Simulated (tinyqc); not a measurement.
# Ellipsometry and reflectance of a transparent film on an absorbing substrate: effects of single changes

Air (index 1), film, substrate with N2 = n2 - i k2; time factor exp(+i w t). q_j = sqrt(N_j^2 - sin^2 th), root with positive real part. Fresnel coefficients r_s = (q_a - q_b)/(q_a + q_b), r_p = (N_b^2 q_a - N_a^2 q_b)/(N_b^2 q_a + N_a^2 q_b). tan(Psi) exp(i Delta) = R_p/R_s, Delta taken from 0 to 360 degrees.

Values chosen for this exercise; indices close to those of hafnium oxide on silicon: wavelength lam = 405 nm; angle of incidence th = 75 degrees; index of the transparent film n1 = 2.066; film thickness d = 340 nm; index of the substrate n2 = 5.42; extinction coefficient of the substrate k2 = 0.329.

Each table varies one quantity; the others keep the values above.

## Psi and Delta against the film thickness

beta = 2 pi d q1/lam, X = exp(-2 i beta), R = (r01 + r12 X)/(1 + r01 r12 X) for p and s. The last column is the derivative of Delta.

Psi and Delta against the film thickness:
```
d (nm)	Psi (degrees)	Delta (degrees)	|R_p|^2	|R_s|^2	dDelta/dd (degrees/nm)
0	11.136	171.20	0.031931	0.82407	-8.1089
2	11.664	155.51	0.035080	0.82325	-7.4950
4	12.620	141.42	0.041177	0.82151	-6.5696
6	13.885	129.25	0.050035	0.81884	-5.6199
8	15.346	118.86	0.061390	0.81518	-4.7931
10	16.911	109.97	0.074918	0.81047	-4.1229
12	18.517	102.27	0.090258	0.80462	-3.5920
14	20.119	95.528	0.10702	0.79752	-3.1710
16	21.690	89.536	0.12483	0.78904	-2.8327
```

Delta falls from 171.20 to 89.536 degrees while Psi moves from 11.14 to 21.69: Delta changes 7.74 times as much as Psi. With the slope of the first row an error of 0.01 degree in Delta means 0.0012 nm.

## Effect of the angle of incidence

Same model as above.

dDelta/dd is the derivative of Delta; period lam/(2 q1).

Results:
```
th (degrees)	Psi (degrees)	Delta (degrees)	|R_p|^2	|R_s|^2	dDelta/dd (degrees/nm)	period (nm)
50	34.37	150.0	0.2238	0.4784	-1.391	105.5
55	32.12	147.5	0.2204	0.5593	-1.671	106.8
60	29.36	145.0	0.2001	0.6320	-2.069	108.0
65	25.80	142.1	0.1630	0.6976	-2.662	109.1
75	14.86	122.0	0.05750	0.8165	-5.041	110.9
80	10.96	70.85	0.03283	0.8750	-0.9834	111.5
85	22.47	18.39	0.1601	0.9358	2.336	111.9
```

Estimate the missing row, th = 70 degrees.

Computed row:
```
th (degrees)	Psi (degrees)	Delta (degrees)	|R_p|^2	|R_s|^2	dDelta/dd (degrees/nm)	period (nm)
70	21.03	136.7	0.1120	0.7581	-3.616	110.1
```

With this row back in the table: Psi goes from 34.4 through a minimum of 11.0 (at th = 80 among the rows listed) to 22.5 degrees and |R_p|^2 goes from 0.224 through a minimum of 0.0328 (at th = 80 among the rows listed) to 0.160. The slope of Delta is largest in size, 5.04 degrees/nm, at th = 75 among the rows. The bare substrate has its smallest |R_p| near arctan(n2) = 79.5 degrees.

Program tinyqc, `OMP_NUM_THREADS=1 python tinyqc.py 2870108 2870109 out.jsonl`; Intel Xeon 2.30GHz, shared host, one thread, about 0.01 s.
